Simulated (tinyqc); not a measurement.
Worked calculation: empirical pseudopotential in a few plane waves. One step of it, computed by the program tinyqc.

Question. Bloch Hamiltonian at G. Basis: the 15 shortest G (labels in 2 pi/a), the same at every k. H(G,G') = c |k + G|^2 delta + VS(|G-G'|^2) cos((G-G').tau) + i VA sin((G-G').tau), tau = a/8 (1,1,1); 1 Ry = 13.605693 eV.

Parameters chosen for this model: fcc lattice, atoms at +/- a/8 (1,1,1); form factors in rydberg at |G|^2 in units of (2 pi/a)^2:
```
parameter,value,unit
a,6.260000,angstrom
VS(3),-0.256000,Ry
VS(8),0.058000,Ry
VS(11),0.041000,Ry
VA(3),0.089000,Ry
VA(4),0.035000,Ry
VA(11),0.009000,Ry
hbar^2/2m (2 pi/a)^2,3.838257,eV
```

k point G (2 pi / a): 0  0  0

Give: H(k) at G.

Answer.

H(k) at G (eV):
```
,+0+0+0,-1-1-1,-1-1+1,-1+1-1,-1+1+1,+1-1-1,+1-1+1,+1+1-1,+1+1+1,-2+0+0,+0-2+0,+0+0-2,+0+0+2,+0+2+0,+2+0+0
+0+0+0,0.000,2.463+0.856i,-2.463+0.856i,-2.463+0.856i,-2.463-0.856i,-2.463+0.856i,-2.463-0.856i,-2.463-0.856i,2.463-0.856i,0.000+0.476i,0.000+0.476i,0.000+0.476i,0.000-0.476i,0.000-0.476i,0.000-0.476i
-1-1-1,2.463-0.856i,11.515,0.000-0.476i,0.000-0.476i,-0.789,0.000-0.476i,-0.789,-0.789,0.000,-2.463-0.856i,-2.463-0.856i,-2.463-0.856i,-0.394+0.087i,-0.394+0.087i,-0.394+0.087i
-1-1+1,-2.463-0.856i,0.000+0.476i,11.515,0.789,0.000-0.476i,0.789,0.000-0.476i,0.000,-0.789,-2.463+0.856i,-2.463+0.856i,0.394+0.087i,2.463-0.856i,-0.394-0.087i,-0.394-0.087i
-1+1-1,-2.463-0.856i,0.000+0.476i,0.789,11.515,0.000-0.476i,0.789,0.000,0.000-0.476i,-0.789,-2.463+0.856i,0.394+0.087i,-2.463+0.856i,-0.394-0.087i,2.463-0.856i,-0.394-0.087i
-1+1+1,-2.463+0.856i,-0.789,0.000+0.476i,0.000+0.476i,11.515,0.000,0.789,0.789,0.000-0.476i,2.463+0.856i,-0.394+0.087i,-0.394+0.087i,-2.463-0.856i,-2.463-0.856i,0.394-0.087i
+1-1-1,-2.463-0.856i,0.000+0.476i,0.789,0.789,0.000,11.515,0.000-0.476i,0.000-0.476i,-0.789,0.394+0.087i,-2.463+0.856i,-2.463+0.856i,-0.394-0.087i,-0.394-0.087i,2.463-0.856i
+1-1+1,-2.463+0.856i,-0.789,0.000+0.476i,0.000,0.789,0.000+0.476i,11.515,0.789,0.000-0.476i,-0.394+0.087i,2.463+0.856i,-0.394+0.087i,-2.463-0.856i,0.394-0.087i,-2.463-0.856i
+1+1-1,-2.463+0.856i,-0.789,0.000,0.000+0.476i,0.789,0.000+0.476i,0.789,11.515,0.000-0.476i,-0.394+0.087i,-0.394+0.087i,2.463+0.856i,0.394-0.087i,-2.463-0.856i,-2.463-0.856i
+1+1+1,2.463+0.856i,0.000,-0.789,-0.789,0.000+0.476i,-0.789,0.000+0.476i,0.000+0.476i,11.515,-0.394-0.087i,-0.394-0.087i,-0.394-0.087i,-2.463+0.856i,-2.463+0.856i,-2.463+0.856i
-2+0+0,0.000-0.476i,-2.463+0.856i,-2.463-0.856i,-2.463-0.856i,2.463-0.856i,0.394-0.087i,-0.394-0.087i,-0.394-0.087i,-0.394+0.087i,15.353,0.789,0.789,-0.789,-0.789,0.000
+0-2+0,0.000-0.476i,-2.463+0.856i,-2.463-0.856i,0.394-0.087i,-0.394-0.087i,-2.463-0.856i,2.463-0.856i,-0.394-0.087i,-0.394+0.087i,0.789,15.353,0.789,-0.789,0.000,-0.789
+0+0-2,0.000-0.476i,-2.463+0.856i,0.394-0.087i,-2.463-0.856i,-0.394-0.087i,-2.463-0.856i,-0.394-0.087i,2.463-0.856i,-0.394+0.087i,0.789,0.789,15.353,0.000,-0.789,-0.789
+0+0+2,0.000+0.476i,-0.394-0.087i,2.463+0.856i,-0.394+0.087i,-2.463+0.856i,-0.394+0.087i,-2.463+0.856i,0.394+0.087i,-2.463-0.856i,-0.789,-0.789,0.000,15.353,0.789,0.789
+0+2+0,0.000+0.476i,-0.394-0.087i,-0.394+0.087i,2.463+0.856i,-2.463+0.856i,-0.394+0.087i,0.394+0.087i,-2.463+0.856i,-2.463-0.856i,-0.789,0.000,-0.789,0.789,15.353,0.789
+2+0+0,0.000+0.476i,-0.394-0.087i,-0.394+0.087i,-0.394+0.087i,0.394+0.087i,2.463+0.856i,-2.463+0.856i,-2.463+0.856i,-2.463-0.856i,0.000,-0.789,-0.789,0.789,0.789,15.353
```
